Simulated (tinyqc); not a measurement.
Shallow acceptor in the spherical model (Baldereschi-Lipari), strong spin-orbit limit: one step, computed by the program tinyqc. Command: `OMP_NUM_THREADS=1 python tinyqc.py 3001552 3001553 out.jsonl acceptor walk`. One thread of a shared host (Intel(R) Xeon(R) Processor @ 2.30GHz), about 0.01 s of CPU time with the checks.

The 1S(3/2) state has an s envelope f(r) and a d envelope g(r). In effective units they obey -(f'' + 2f'/r + 2f/r) + mu (g'' + 5g'/r + 3g/r^2) = E f and -(g'' + 2g'/r - 6g/r^2 + 2g/r) + mu (f'' - f'/r) = E g. The cubic term, the split-off band and the central cell are left out.

Question. Lowest level in the small basis. H c = E S c with c^T S c = 1 and the largest component positive; the d weight is the part of the norm in g.

H (Ry*), rows f1, f2, f3, g1, g2, g3:
```
[[-0.99, -0.7654276, -0.3936784, 1.595773, 2.119654, 2.130443],
 [-0.7654276, 0.1881, 1.922924, 3.089666, 5.760739, 7.651952],
 [-0.3936784, 1.922924, 7.826841, 4.322476, 11.15369, 20.79627],
 [1.595773, 3.089666, 4.322476, 1.723333, 3.179856, 3.959364],
 [2.119654, 5.760739, 11.15369, 3.179856, 8.102233, 13.59667],
 [2.130443, 7.651952, 20.79627, 3.959364, 13.59667, 32.82296]]
```

S, rows f1, f2, f3, g1, g2, g3:
```
[[1.000000, 0.859066, 0.560077, 0.000000, 0.000000, 0.000000],
 [0.859066, 1.000000, 0.859066, 0.000000, 0.000000, 0.000000],
 [0.560077, 0.859066, 1.000000, 0.000000, 0.000000, 0.000000],
 [0.000000, 0.000000, 0.000000, 1.000000, 0.776326, 0.380551],
 [0.000000, 0.000000, 0.000000, 0.776326, 1.000000, 0.776326],
 [0.000000, 0.000000, 0.000000, 0.380551, 0.776326, 1.000000]]
```

Give: E; coefficients; d weight.

Answer.

E = -4.798 Ry*

coefficients: f1 0.448, f2 -1.093, f3 1.423, g1 0.096, g2 -0.146, g3 -0.537

d weight = 0.3796
